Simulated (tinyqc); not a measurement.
# Electron continuity equation in a given potential, Scharfetter-Gummel discretisation: current and errors against the applied potential

Steady state in one dimension: J = q mu n E + q D dn/dx with E = -dpsi/dx and D = mu Vt, dJ/dx = q (n/tau - G), fixed densities nL and nR at the ends. The potential is given, psi = U x/L, and is not changed by the electrons.

9 equal intervals. Fluxes J_i = (q D/h)(n_(i+1) P_i - n_i Q_i), d_i = (psi_(i+1) - psi_i)/Vt: Scharfetter-Gummel P = B(d), Q = B(-d), B(d) = d/(exp(d) - 1); central P = 1 - d/2, Q = 1 + d/2; upwind P = 1 + max(-d, 0), Q = 1 + max(d, 0). Balance at each inner node: J_i - J_(i-1) = q h (n_i/tau - G). The reference is Scharfetter-Gummel on 4000 intervals or more. Errors are those of J on the first interval against the reference at its midpoint; errors under 1e-6 % are printed as 0.

Values chosen for this exercise; mobility close to that of silicon at room temperature:
- T = 450 K (temperature)
- mu = 1330 cm^2/(V s) (electron mobility)
- L = 0.29 um (length of the region)
- nL = 1.3e14 cm^-3 (density at x = 0)
- nR = 0 cm^-3 (density at x = L)
- tau = 6.8e-13 s (lifetime)
- G = 7.1e25 cm^-3 s^-1 (uniform generation rate)

Constants: q = 1.602176634e-19 C, kB = 1.380649e-23 J/K, Vt = kB T/q. Results are converted to the units shown.

Results:

| U (V) | largest \|d\| | reference J (A/cm^2) | SG error (%) | central error (%) | upwind error (%) | most negative central n (cm^-3), 0 if none |
|---|---|---|---|---|---|---|
| 0.017 | 0.04871 | -98.81 | 0.501 | 0.490 | 1.91 | 0 |
| 0.07 | 0.2006 | -134.4 | 0.760 | 0.621 | 4.71 | 0 |
| 0.17 | 0.4871 | -207.9 | 1.06 | 0.581 | 6.33 | 0 |
| 0.52 | 1.490 | -504.2 | 1.38 | 0.225 | 4.86 | 0 |
| 0.77 | 2.206 | -732.1 | 1.39 | 0.122 | 3.71 | 0 |
| 1 | 2.865 | -945.9 | 1.34 | 0.0775 | 3.00 | 0 |
| 1.6 | 4.585 | -1511 | 1.18 | 0.0226 | 1.97 | 0 |

Estimate the missing row, U = 0.35 V.

Computed row:

| U (V) | largest \|d\| | reference J (A/cm^2) | SG error (%) | central error (%) | upwind error (%) | most negative central n (cm^-3), 0 if none |
|---|---|---|---|---|---|---|
| 0.35 | 1.003 | -355.1 | 1.31 | 0.364 | 5.85 | 0 |

With this row back in the table: The reference current falls from -98.8 to -1510 A/cm^2. The largest errors in size are 1.4 % (Scharfetter-Gummel), 0.62 % (central) and 6.3 % (upwind). With sources Scharfetter-Gummel is no longer exact, since it takes J constant over each interval, and it is not always the most accurate for J.

tinyqc, about 0.01 s, one thread, Intel Xeon 2.30GHz (shared host): `OMP_NUM_THREADS=1 python tinyqc.py 2220120 2220121 out.jsonl`
